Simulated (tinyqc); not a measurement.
From results back to parameters: k.p values derived from sp3s* tight binding at Gamma. Two cases, with inputs chosen for the exercise.

Problem. The electron mass obeys m0/m = A + Ep/EG, where A gathers the direct term and the higher bands, and Ep = P^2/c with c = hbar^2/2m0, P = (a/4)(sa pc Vsapc + sc pa Vscpa). The mass comes from a hidden Vscpa (s cation, p anion); sa, sc are the anion and cation parts of S+, the upper s level at Gamma, and pa, pc those of P-, the lower p level (P+ is the upper one).

Constants: hbar^2/2m0 = 3.80998211 eV angstrom^2.

Find: Ep; Vscpa.

Method. Ep = (m0/m - A) EG gives |P|; both terms of P have the sign of sc pa, and the linear relation gives Vscpa. A is held fixed, though its part from P+ also depends on Vscpa.

Case 1.

Values chosen (out of a larger set: near a published set for GaAs, fitted to gaps, whose masses and valley positions are rough; not measured data): a = 5.652 angstrom (lattice constant); Vsapc = 4.439 eV (s anion, p cation).

m = 0.1195731 m0
A = -1.54538
EG = 1.533818 eV

sa, sc, pa, pc: 0.547031  -0.837112  0.881955  -0.471333

Solution.

Ep = 15.20 eV
Vscpa = 5.74 eV

Case 2.

Values chosen (out of a larger set: near a published set for GaAs, fitted to gaps, whose masses and valley positions are rough; not measured data): a = 5.657 angstrom (lattice constant); Vsapc = 4.515 eV (s anion, p cation).

m = 0.1157680 m0
A = -1.54836
EG = 1.538518 eV

sa, sc, pa, pc: 0.545895  -0.837853  0.884926  -0.465732

Solution.

Ep = 15.67 eV
Vscpa = 5.82 eV

Computed by tinyqc, one run a case: `OMP_NUM_THREADS=1 python tinyqc.py N N+1 out.jsonl` with N = 1481649, 1481748; one thread of a shared Intel(R) Xeon(R) Processor @ 2.30GHz, about 0.01 s a run at most.
